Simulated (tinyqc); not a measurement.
# Abrupt p-n junction, non-linear Poisson equation by Newton steps: capacitance and field against bias

One dimension, p side on the left, n side on the right; net doping C = -Na for x < 0 and +Nd for x > 0. The potential psi is counted from the intrinsic level, and the quasi-Fermi potentials are flat: 0 for holes and -V for electrons, so n = ni exp((psi + V)/Vt) and p = ni exp(-psi/Vt) (Boltzmann statistics, full ionisation, no current). Under reverse bias this makes the minority densities vanishingly small everywhere; they play no part in the charge.

The Poisson equation d/dx(eps0 eps_r dpsi/dx) = -q (p - n + C) is solved on a mesh of more than 1000 nodes that ends in neutral material (psi_p = -Vt ln(Na/ni), psi_n = Vt ln(Nd/ni) - V). C_j = q d/dV of the integral of p over x, from the linearised equation. ni = sqrt(Nc Nv) exp(-Eg/(2 Vt)), Eg in volts. Depletion approximation: Vbi = Vt ln(Na Nd/ni^2), W = sqrt(2 eps0 eps_r (Vbi - V)(1/Na + 1/Nd)/q), xp = W Nd/(Na + Nd), xn = W Na/(Na + Nd), peak field 2 (Vbi - V)/W, capacitance eps0 eps_r/W. The last column applies it to an abrupt Na-Nd junction.

Parameters, values chosen for the exercise; band and dielectric values close to those of In0.53Ga0.47As:
```
symbol,value,unit,meaning
T,300,K,temperature
Eg,0.747,eV,band gap
eps_r,13.7,,relative permittivity
Nc,2.12e17,cm^-3,conduction-band density of states at T
Nv,7.83e18,cm^-3,valence-band density of states at T
Na,3.7e15,cm^-3,acceptor density of the p side
Nd,2.8e16,cm^-3,donor density of the n side
```

Constants: q = 1.602176634e-19 C, kB = 1.380649e-23 J/K, Vt = kB T/q, eps0 = 8.8541878128e-14 F/cm where lengths are in cm. Results are converted to the units shown.

Result of one run:

| V (V) | peak \|E\| (kV/cm) | C_j (nF/cm^2) | 1/C_j^2 (cm^4/uF^2) | eps0 eps_r/C_j (nm) | abrupt depletion C (nF/cm^2) |
|---|---|---|---|---|---|
| 0.07 | 18.35 | 29.27 | 1167 | 414.4 | 27.28 |

What becomes of these results when the bias of the p side against the n side V is changed from 0.07 to -5.68 V, all else the same?

Result of the changed run:

| V (V) | peak \|E\| (kV/cm) | C_j (nF/cm^2) | 1/C_j^2 (cm^4/uF^2) | eps0 eps_r/C_j (nm) | abrupt depletion C (nF/cm^2) |
|---|---|---|---|---|---|
| -5.68 | 72.72 | 7.201 | 1.929e4 | 1685 | 7.170 |

The whole series:

| V (V) | peak \|E\| (kV/cm) | C_j (nF/cm^2) | 1/C_j^2 (cm^4/uF^2) | eps0 eps_r/C_j (nm) | abrupt depletion C (nF/cm^2) |
|---|---|---|---|---|---|
| 0.07 | 18.35 | 29.27 | 1167 | 414.4 | 27.28 |
| -1.37 | 39.58 | 13.23 | 5715 | 917.0 | 13.04 |
| -2.81 | 53.01 | 9.878 | 1.025e4 | 1228 | 9.800 |
| -4.25 | 63.67 | 8.224 | 1.478e4 | 1475 | 8.180 |
| -5.68 | 72.72 | 7.201 | 1.929e4 | 1685 | 7.170 |
| -7.12 | 80.81 | 6.479 | 2.382e4 | 1872 | 6.457 |
| -8.56 | 88.17 | 5.939 | 2.836e4 | 2043 | 5.922 |
| -10 | 94.96 | 5.514 | 3.289e4 | 2200 | 5.500 |

With V going from 0.07 to -10 V, C_j falls from 29.3 to 5.51 nF/cm^2 and the peak field rises from 18.3 to 95.0 kV/cm. The slope of 1/C_j^2, read as N = 2/(q eps0 eps_r |slope|), gives 3.26e15 cm^-3 between the first two rows and 3.27e15 cm^-3 between the last two, against Na Nd/(Na + Nd) = 3.27e15 cm^-3; the slopes of all rows agree within 0.3 %, as for uniform doping at both edges. At the end C_j goes as (Vbi - V)^(-0.50) with Vbi = 0.497 V, and it is 0.25 % above the abrupt depletion formula (at the first row 7.3 % above it).

Program tinyqc, `OMP_NUM_THREADS=1 python tinyqc.py 2000090 2000091 out.jsonl`; Intel Xeon 2.30GHz, shared host, one thread, about 0.03 s.
